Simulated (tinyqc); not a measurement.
Worked calculation: harmonic transition-state theory with quantum, tunnelling and friction corrections. Computed by tinyqc, a small Python program that keeps every step. Command: `OMP_NUM_THREADS=1 python tinyqc.py 3030045 3030046 out.jsonl rates walk`. One thread of a shared host (Intel(R) Xeon(R) Processor @ 2.30GHz), about 0.04 s of CPU time with the checks. Intermediate numbers are printed to about 7 digits and carried at full precision; extremes and crossings named in words are read from the listed rows.

One atom hops between equivalent sites; three modes at the minimum and two real modes at the saddle are treated as harmonic, the rest of the crystal as unchanged; melting is ignored, so hot rows may lie above the melting point.

Inputs (values chosen for the exercise, modelled on interstitial copper in silicon):
```
quantity                                value      unit
barrier E_b                             0.208        eV
imaginary frequency at the saddle nu_b   4.78       THz
temperature T                             141         K
jump length d                            2.35  angstrom
number of jump directions z                 4         -
```

Lattice of sites: three-dimensional. Correction studied: tunnelling.

frequencies at the minimum (THz): 5.28  5.77  6.71

real frequencies at the saddle (THz): 7.2  7.3

Constants: k_B = 8.617333262e-05 eV/K; h x 1 THz = 4.135667696 meV.

## Classical rate and diffusivity

Vineyard: nu* = product of minimum frequencies / product of real saddle frequencies; k_cl = nu* exp(-E_b/(k_B T)). Activation entropy S = k_B ln(nu* h/(k_B T)); for uncorrelated jumps D = z k d^2/6 and D0 = z nu* d^2/6; 1 angstrom^2 = 1e-16 cm^2.

prefactor nu* = 3.889349 THz

classical rate k_cl = 142991.6 1/s

activation entropy in the Eyring form = 0.2805252 k_B

classical diffusivity D = 5.264474e-11 cm^2/s

prefactor D0 = 0.001431929 cm^2/s

Caution: h nu exceeds k_B T, so zero-point and tunnelling corrections to the classical rate matter.

## Quantum harmonic rate

Quantum harmonic: k_q = (k_B T/h) [prod 2 sinh(x_i/2) (minimum) / prod 2 sinh(x_j/2) (saddle)] exp(-E_b/(k_B T)), x = h nu/(k_B T). Zero-point correction to the barrier = (h/2)(sum of saddle frequencies - sum of minimum frequencies).

x at the minimum: 1.797163  1.963946  2.283895

x at the saddle: 2.450677  2.484714

zero-point correction = -6.741138 meV

quantum harmonic rate k_q = 144661.8 1/s

ratio k_q/k_cl = 1.011680

To second order in x the ratio is 1 + (sum x_i^2 - sum x_j^2)/24 = 1.0051.

## Tunnelling factors

With u = h nu_b/(k_B T): Wigner factor 1 + u^2/24; parabolic barrier (Bell) (u/2)/sin(u/2), valid above T_c = h nu_b/(2 pi k_B); symmetric Eckart barrier: kappa = int_0^infinity P(E) exp(-(E - E_b)/(k_B T)) dE/(k_B T), P = (cosh 2a - 1)/(cosh 2a + cosh 2d), a = alpha sqrt(E/E_b), alpha = 2 pi E_b/(h nu_b), 2d = 2 sqrt(alpha^2 - pi^2/4).

u = 1.626977

crossover temperature T_c = 36.51075 K

Wigner factor = 1.110294

Bell factor = 1.119447

Eckart factor = 1.125239

T/T_c = 3.86: tunnelling near the top of the barrier speeds the rate.

## Corrections over temperature

A dash marks the Bell factor within 3 % of T_c or below.

Rates and factors:
```
T/T_c     T (K)    k_cl (1/s)  k_q/k_cl    Wigner      Bell        Eckart
0.70    25.5575  3.746517e-29  2.922452  4.357008         -  1.230116e+05
0.85    31.0341  6.483199e-22  2.066958  3.276725         -  1.524374e+02
1.00    36.5108  7.559664e-17  1.664351  2.644934         -  1.389592e+01
1.20    43.8129  4.610325e-12  1.392811  2.142315  5.235988  4.491421e+00
1.50    54.7661  2.811646e-07  1.205205  1.731082  2.418399  2.356797e+00
2.00    73.0215  1.714706e-02  1.086822  1.411234  1.570796  1.571389e+00
3.00   109.5323  1.045728e+03  1.025065  1.182770  1.209200  1.215757e+00
5.00   182.5538  7.040476e+06  1.005525  1.065797  1.068959  1.073673e+00
10.00  365.1075  5.232864e+09  1.000931  1.016449  1.016641  1.019099e+00
```

Among these rows Wigner agrees with Eckart to 5 % from T/T_c = 3 upwards. In the first row the Eckart factor is 123000 against 4.36: the Wigner form keeps only the first term in u^2. The Bell factor diverges at T_c, because an inverted parabola has no bottom. Caution: rows below T_c rest on a separable one-dimensional tunnelling factor, which is unreliable there. Caution: rates below 1e-18 per second mean less than one hop in the age of the universe; those rows only illustrate the factors.

Checks made by the program: quantum rate against the classical one at very high temperature (relative difference 1e-10).
